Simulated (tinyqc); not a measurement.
Temperature series and Richardson plot: current of a Schottky diode by thermionic-emission-diffusion theory, and its read-back from I-V-T and C-V data. Computed by tinyqc, a small Python program. Command: `OMP_NUM_THREADS=1 python tinyqc.py 3029030 3029031 out.jsonl schottky walk`. One thread of a shared host (Intel(R) Xeon(R) Processor @ 2.30GHz), about 0.01 s of CPU time with the checks.

Full ionisation, no tunnelling, no recombination current. V is the voltage across the junction itself, forward positive.

Inputs (values chosen for the exercise, modelled on p-type silicon): Richardson constant A* = 30.9 A/(cm^2 K^2); effective density of states at 300 K, N_c = 2.6e+19 1/cm^3; permittivity eps = 11.7; mobility mu = 420 cm^2/(V s); barrier without image force phi_0 (mean) = 0.527 eV; doping N = 2.1e+17 1/cm^3; junction voltage V = 0.15 V; standard deviation sigma = 42 meV; relative change of sigma^2 with bias, rho = 0.3 1/V.

Barrier: Gaussian spread of heights.

Constants: k_B = 8.617333262e-05 eV/K; e = 1.602176634e-19 C; eps_0 = 8.8541878128e-12 F/m.

Method:
- N_c(T) = N_c (T/300 K)^(3/2); V_bi = phi_0 - (k_B T/e) ln(N_c(T)/N); surface field F = sqrt(2 e N (V_bi - V - k_B T/e)/(eps eps_0)); image lowering d_phi = sqrt(e F/(4 pi eps eps_0)); effective barrier phi = phi_0 - d_phi - sigma^2 (1 - rho V)/(2 k_B T).
- Collection velocity v_R = A* T^2/(e N_c(T)); diffusion velocity v_D = mu F; J = e N_c(T) v_R/(1 + v_R/v_D) exp(-phi/k_B T) [exp(e V/k_B T) - 1].
- Ideality n = (e/k_B T)/(d ln J/dV) by a central difference of +/- 1 mV; J_0 = J exp(-e V/(n k_B T)); apparent barrier phi_IV = k_B T ln(A* T^2/J_0); a C-V plot gives phi_CV = phi_0, the mean without lowering.
- A least-squares line of ln(J_0/T^2) against 1/(k_B T) gives a barrier (minus the slope) and a Richardson constant (exp of the intercept).

At the same junction voltage:
```
T (K)  1/k_B T (1/eV)       n  J_0 (A/cm^2)  phi_IV (eV)  ln(J_0/T^2)
200            58.023  1.0539    1.8454e-05      0.42962      -21.497
250            46.418  1.0532    2.5236e-03      0.44069      -17.025
300            38.682  1.0533    8.0902e-02      0.44861      -13.922
350            33.156  1.0535    1.0652e+00      0.45493      -11.653
400            29.011  1.0542    7.8220e+00      0.46040       -9.926
450            25.788  1.0573    3.8475e+01      0.46531       -8.568
```

barrier from the Richardson plot = 0.40130 eV

Richardson constant from the plot = 5.4191 A/(cm^2 K^2)

From 200 to 450 K n goes from 1.054 to 1.057 and phi_IV from 0.430 to 0.465 eV. The plot returns 0.401 eV against phi_0 = 0.527 and a constant 0.175 times the true A*: a spread of barriers lets cold carriers pick the low patches, which bends the plot and lowers both numbers.

Extremes, crossings and ranges named in words are read from the listed rows.
